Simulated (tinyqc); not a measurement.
# Surface potential of a MOS transistor: implicit equation and explicit approximations: effects of single changes

p-type body, charge-sheet picture, depletion and inversion only, full ionisation (an idealisation for deep acceptors), Boltzmann statistics (rough once Na exp(x - xn) passes about Nc/7). In units of Vt: xg = (Vg - Vfb)/Vt, x = psi/Vt, G = gamma/sqrt(Vt), xn = (2 phiF + Vc)/Vt. The implicit equation is (xg - x)^2 = G^2 [x - 1 + exp(x - xn)] for x above about 3. Cox = eps0 eox/tox.

Values chosen for this exercise; band and dielectric values close to those of silicon: temperature T = 250 K; band gap Eg = 1.12 eV; relative permittivity eps_r = 11.9; conduction-band density of states at T Nc = 2.11e19 cm^-3; valence-band density of states at T Nv = 1.99e19 cm^-3; relative permittivity of the gate insulator (close to silicon dioxide) eox = 3.9; insulator thickness tox = 14 nm; acceptor density Na = 7.2e17 cm^-3; flat-band voltage Vfb = -0.51 V; channel-body voltage Vc = 0.2 V; gate-body voltage Vg = 3.13 V.

Constants: q = 1.602176634e-19 C, kB = 1.380649e-23 J/K, Vt = kB T/q, eps0 = 8.8541878128e-14 F/cm where lengths are in cm. Results are converted to the units shown.

Each table varies one quantity; the others keep the values above.

## Accuracy of the approximations against gate voltage

ni = sqrt(Nc Nv) exp(-Eg/(2 Vt)), Eg in volts; phiF = Vt ln(Na/ni); gamma = sqrt(2 q eps0 eps_r Na)/Cox; VT = Vfb + Vt (xn + G sqrt(xn - 1)). Depletion value a = 1 + [sqrt(G^2/4 + xg - 1) - G/2]^2; inversion value b = xn + ln[(xg - xn)^2/G^2 - xn + 1] and first guess y = min(a, b) - ln(1 + exp(-|a - b|)) if a > xn + 1, else b = y = a; one second-order correction with D = exp(y - xn), p = 2 (xg - y) + G^2 (1 + D), w = (xg - y)^2 - G^2 (y - 1 + D): z = y + 2 w/(p + sqrt(p^2 - 2 (2 - G^2 D) w)), or the Newton step z = y + w/p where the root is not real. N_inv = (Cox Vt G/q) [sqrt(x - 1 + exp(x - xn)) - sqrt(x - 1)] at the root. Lambert form (Cox m Vt/q) W0[(G/(2 m sqrt(xn - 1))) exp((Vg - VT)/(m Vt))], m = 1 + G/(2 sqrt(xn - 1)). Errors under 1e-4 mV, and the linear form below VT, are printed as 0.

Accuracy of the approximations against gate voltage:

| Vg (V) | psi (V) | x - xn | error of y (mV) | error of z (mV) | N_inv (cm^-2) | Cox (Vg - VT)/q (cm^-2) | Lambert form (cm^-2) |
|---|---|---|---|---|---|---|---|
| 2.41 | 0.97161 | -9.4746 | 8.37e-4 | 0 | 2.6109e6 | 0 | 1.8973e6 |
| 2.61 | 1.0715 | -4.8361 | 0.0844 | 0 | 2.5677e8 | 0 | 2.3187e8 |
| 2.81 | 1.1671 | -0.40058 | 6.95 | -0.0382 | 2.0683e10 | 0 | 2.0668e10 |
| 3.01 | 1.2153 | 1.8388 | 8.78 | -0.270 | 1.8567e11 | 3.0291e11 | 1.8742e11 |
| 3.21 | 1.2347 | 2.7371 | 7.23 | -0.163 | 4.3663e11 | 6.1081e11 | 4.4059e11 |
| 3.41 | 1.2461 | 3.2664 | 5.54 | -0.0710 | 7.1108e11 | 9.1871e11 | 7.1729e11 |
| 3.61 | 1.2542 | 3.6426 | 4.53 | -0.0377 | 9.9525e11 | 1.2266e12 | 1.0037e12 |
| 3.81 | 1.2605 | 3.9363 | 3.86 | -0.0229 | 1.2846e12 | 1.5345e12 | 1.2952e12 |
| 4.01 | 1.2657 | 4.1786 | 3.38 | -0.0152 | 1.5773e12 | 1.8424e12 | 1.5900e12 |

What does the comparison show?

psi rises from 0.972 to 1.27 V and ends 4.2 Vt above 2 phiF + Vc. Among the rows the first guess is off by at most 8.8 mV (at Vg = 3.01 V) and the corrected value by at most 0.27 mV. In the last row the linear form is 17 % above N_inv and the Lambert form 0.81 % above it; in the first row the Lambert form is 27 % below it. For Vg = 3.01, 3.21, 3.41, 3.61, 3.81, 4.01 the electron quasi-Fermi level lies less than 2 Vt below the band edge at the surface, or above it, where degeneracy and confinement, left out, matter.

## Effect of the acceptor density at fixed gate voltage

Same model as above.

Vfb is held fixed.

Result of one run:

| Na (cm^-3) | psi (V) | x - xn | error of y (mV) | error of z (mV) | N_inv (cm^-2) | Cox (Vg - VT)/q (cm^-2) | Lambert form (cm^-2) |
|---|---|---|---|---|---|---|---|
| 5.1e16 | 1.209 | 6.818 | 2.81 | -8.72e-3 | 2.851e12 | 3.134e12 | 2.891e12 |

What becomes of these results when the acceptor density Na is changed from 5.1e16 to 2.4e17 cm^-3, all else the same?

Result of the changed run:

| Na (cm^-3) | psi (V) | x - xn | error of y (mV) | error of z (mV) | N_inv (cm^-2) | Cox (Vg - VT)/q (cm^-2) | Lambert form (cm^-2) |
|---|---|---|---|---|---|---|---|
| 2.4e17 | 1.236 | 4.978 | 3.21 | -0.0131 | 1.744e12 | 1.997e12 | 1.762e12 |

The whole series:

| Na (cm^-3) | psi (V) | x - xn | error of y (mV) | error of z (mV) | N_inv (cm^-2) | Cox (Vg - VT)/q (cm^-2) | Lambert form (cm^-2) |
|---|---|---|---|---|---|---|---|
| 2.4e16 | 1.193 | 7.617 | 2.94 | -0.0100 | 3.159e12 | 3.455e12 | 3.209e12 |
| 5.1e16 | 1.209 | 6.818 | 2.81 | -8.72e-3 | 2.851e12 | 3.134e12 | 2.891e12 |
| 1.1e17 | 1.223 | 5.962 | 2.83 | -8.82e-3 | 2.402e12 | 2.672e12 | 2.432e12 |
| 2.4e17 | 1.236 | 4.978 | 3.21 | -0.0131 | 1.744e12 | 1.997e12 | 1.762e12 |
| 5.1e17 | 1.239 | 3.638 | 4.99 | -0.0512 | 8.379e11 | 1.052e12 | 8.459e11 |
| 1.1e18 | 1.088 | -4.914 | 0.0862 | 0 | 2.914e8 | 0 | 2.614e8 |
| 2.3e18 | 0.6991 | -24.45 | 0 | 0 | 1.740 | 0 | 0.1502 |

As Na goes from 2.4e16 to 2.3e18, psi goes from 1.19 through a maximum of 1.24 (at Na = 5.1e17 among the rows listed) to 0.699 V, x - xn falls from 7.62 to -24.4 and N_inv falls from 3.16e12 to 1.74 cm^-2. The Lambert form lies between 0.0863 and 1.02 times N_inv. For Na = 2.4e16, 5.1e16, 1.1e17, 2.4e17, 5.1e17 the electron quasi-Fermi level lies less than 2 Vt below the band edge at the surface, or above it, where degeneracy and confinement, left out, matter.

tinyqc, about 0.01 s, one thread, Intel Xeon 2.30GHz (shared host): `OMP_NUM_THREADS=1 python tinyqc.py 2122080 2122081 out.jsonl`
